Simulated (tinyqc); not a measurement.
# Field emission through a triangular barrier, exact transmission by Airy functions: what changes with what

The left lead has its band edge at 0; for x > 0 the edge falls without end, U(x) = U0 - F x, with mass m1. No transverse momentum; C = hbar^2/(2 m0); psi and psi'/m are continuous at x = 0. The outgoing solution is Bi(z) + i Ai(z).

Parameters, values chosen for the exercise; masses and offsets close to those of InGaAs wells and InAlAs barriers:

| symbol | value | unit | meaning |
|---|---|---|---|
| mL | 0.04 | m0 | mass in the left lead |
| U0 | 0.51 | eV | barrier edge at x = 0 |
| m1 | 0.076 | m0 | mass in the barrier |
| E | 0.184 | eV | electron energy |
| F | 0.19 | V/nm | field in the barrier |

Constants: q = 1.602176634e-19 C, hbar = 1.054571817e-34 J s, m0 = 9.1093837015e-31 kg, hbar^2/(2 m0) = 0.0380998212 eV nm^2. Results are converted to the units shown.

Each table varies one quantity; the others keep the values above.

## Effect of the barrier mass

Energy scale e = (C F^2/m1)^(1/3), z(x) = (U(x) - E)/e, s = (dz/dx)/m1 = -F/(e m1); v = k/m in a lead. With the Airy functions at z = z(0): g = s (Bi' + i Ai')/(Bi + i Ai), r = (i vL - g)/(i vL + g), T(E) = 1 - |r|^2 = 4 vL Im(g)/|i vL + g|^2, vL = sqrt(mL E/C)/mL. WKB: exp(-S), S = (4/(3 F)) sqrt(m1/C) [max(U0 - E, 0)^1.5]. For large z the ratio tends to c = 4 g0/(1 + g0^2), g0 = K/(m1 vL), K = sqrt(m1 (U0 - E)/C).

Effect of the barrier mass:
```
m1 (m0)	z(0)	T(E), exact	exp(-S)	ratio	c
0.022	0.8214	0.5324	0.3706	1.437	1.701
0.032	0.9307	0.4770	0.3021	1.579	1.852
0.047	1.058	0.3951	0.2344	1.686	1.959
0.07	1.208	0.2962	0.1702	1.740	2.000
0.1	1.361	0.2090	0.1205	1.735	1.971
0.15	1.558	0.1250	0.07489	1.669	1.867
0.23	1.796	0.06238	0.04038	1.545	1.697
```

The exact T(E) falls from 0.532 to 0.0624, while S grows with the square root of m1; the ratio to WKB goes from 1.44 through a maximum of 1.74 (at m1 = 0.07 m0 among the rows listed) to 1.54. At the largest z (1.80) the ratio is 9.0 % below c, at the smallest (0.821) 16 % below it.

## Exact and WKB transmission against field

Same model as above.

The same in every row: c = 1.999.

Exact and WKB transmission against field:
```
F (V/nm)	z(0)	T(E), exact	exp(-S)	ratio
0.067	2.488	0.01070	0.005345	2.003
0.085	2.123	0.03211	0.01618	1.984
0.11	1.788	0.08007	0.04132	1.938
0.14	1.522	0.1527	0.08178	1.867
0.18	1.287	0.2521	0.1427	1.767
0.23	1.093	0.3608	0.2178	1.656
0.29	0.9367	0.4628	0.2986	1.550
0.37	0.7962	0.5604	0.3878	1.445
0.48	0.6694	0.6485	0.4818	1.346
```

The exact T(E) rises from 0.0107 to 0.649; ln exp(-S) is linear in 1/F with slope -0.3505 V/nm, and the exact values give -0.3475 V/nm between the first two rows. At the largest z (2.49) the ratio is 0.20 % above c, at the smallest (0.669) 33 % below it.

Range of the model: Masses are held fixed, although real bands cease to be parabolic a few tenths of an eV from their edges.

tinyqc, about 0.01 s, one thread, Intel Xeon 2.30GHz (shared host): `OMP_NUM_THREADS=1 python tinyqc.py 2580016 2580017 out.jsonl`
